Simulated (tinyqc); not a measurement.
Diamond against structures with more neighbours: Stillinger-Weber potential for a tetrahedral semiconductor. Computed by tinyqc, a small Python program. Command: `OMP_NUM_THREADS=1 python tinyqc.py 3011752 3011753 out.jsonl swsi walk`. One thread of a shared host (Intel(R) Xeon(R) Processor @ 2.30GHz), about 0.04 s of CPU time with the checks.

With x = r/sigma: pair term eps A (B x^-4 - 1) exp(1/(x - a)); for each pair of neighbours j, k of atom i, three-body term eps lambda exp(gamma/(x_ij - a) + gamma/(x_ik - a)) (cos theta_jik + 1/3)^2; both vanish beyond x = a. A = 7.049556277, B = 0.6022245584, a = 1.8.

Inputs (values chosen for the exercise, modelled on silicon): energy scale eps = 2.136 eV; length scale sigma = 2.11 angstrom; three-body strength lambda = 20.1; gamma = 1.1.

Method. Each structure is relaxed in its neighbour distance d (lowest minimum for d between sigma and 1.7 sigma), with all neighbours inside the cut-off, second shells too where they fall inside.

Energies per atom (eV):
```
structure     first neighbours  d (angstrom)     pair  three-body    total  volume (angstrom^3)
diamond                      4        2.3684  -4.2720      0.0000  -4.2720               20.454
simple cubic                 6        2.6867  -5.2157      1.7568  -3.4589               19.393
bcc                          8        2.9104  -4.9888      1.9697  -3.0191               18.977
fcc                         12        3.0348  -4.8899      2.0903  -2.7996               19.765
```

The order is diamond < simple cubic < bcc < fcc, the lowest two 0.813 eV apart. Against diamond the pair energy changes by -0.94 (simple cubic), -0.72 (bcc), -0.62 (fcc) eV, while angles away from 109.47 degrees cost 1.76, 1.97, 2.09 eV; the bonds stretch to 3.03 angstrom in fcc to weaken that penalty.

Extremes, crossings and ranges named in words are read from the listed rows.
